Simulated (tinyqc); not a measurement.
# Band bending at a free surface with a continuum of surface states, surface photovoltage and Kelvin probe: photovoltage against injection

n-type bulk, xi = Ec - EF = Vt ln(Nc/Nd), p0 = ni^2/Nd, ni = sqrt(Nc Nv) exp(-Eg/(2 Vt)), Eg in volts. b is the upward band bending, u = b/Vt. Space charge per area, in units of q: Qc = sign(b) sqrt((2 eps0 eps_r Vt/q) [(Nd + dn)(exp(-u) - 1) + Nd u + (p0 + dn)(exp(u) - 1)]), with dn the excess density under light (flat quasi-Fermi levels; 0 in the dark). The states hold -Ds (E0 - xi - b): negative while the Fermi level lies above the neutrality level. Neutrality: Qc + Qf + (charge of the states) = 0.

Under chopped light the surface charge keeps its dark value, so b falls to bL with Qc(bL, dn) = Qc(b, 0); the photovoltage is b - bL.

Inputs (values chosen for the exercise); band and dielectric values those of a made-up semiconductor: temperature T = 350 K; band gap Eg = 1.14 eV; relative permittivity eps_r = 13.5; conduction-band density of states at T Nc = 6e17 cm^-3; valence-band density of states at T Nv = 1.23e19 cm^-3; donor density Nd = 1.2e15 cm^-3; fixed positive charge at the surface Qf = 0 cm^-2; density of surface states Ds = 2.6e12 cm^-2 eV^-1; depth of their neutrality level below the conduction edge E0 = 0.41 eV.

Constants: q = 1.602176634e-19 C, kB = 1.380649e-23 J/K, Vt = kB T/q, eps0 = 8.8541878128e-14 F/cm where lengths are in cm. Results are converted to the units shown.

Results:
```
dn (cm^-3)	bL (V)	photovoltage (mV)	share of b removed (%)
1.6e6	0.20127	3.1770e-5	1.5785e-5
1.9e7	0.20127	3.7726e-4	1.8744e-4
2.4e8	0.20127	0.0047647	0.0023673
2.9e9	0.20121	0.057473	0.028555
3.6e10	0.20057	0.69843	0.34701
5.4e12	0.16700	34.272	17.028
6.6e13	0.11880	82.470	40.975
8.1e14	0.064314	136.96	68.046
1e16	0.023734	177.54	88.208
```

Estimate the missing row, dn = 4.4e11 cm^-3.

Computed row:
```
dn (cm^-3)	bL (V)	photovoltage (mV)	share of b removed (%)
4.4e11	0.19433	6.9379	3.4471
```

With this row back in the table: The photovoltage rises from 3.18e-5 to 178 mV, towards the full b = 201 mV. Its steepest rise is 50.0 mV a decade (Vt ln 10 = 69.4 mV), and it reaches 88.2 % of b in the last row: even strong light does not flatten the bands fully, so a saturation reading understates b. For dn = 1e16 the injection is high, and a Dember voltage, left out here, adds to the signal.

Computed by the program tinyqc: `OMP_NUM_THREADS=1 python tinyqc.py 2430074 2430075 out.jsonl`, one thread of a shared Intel Xeon 2.30GHz, about 0.01 s for the whole run.
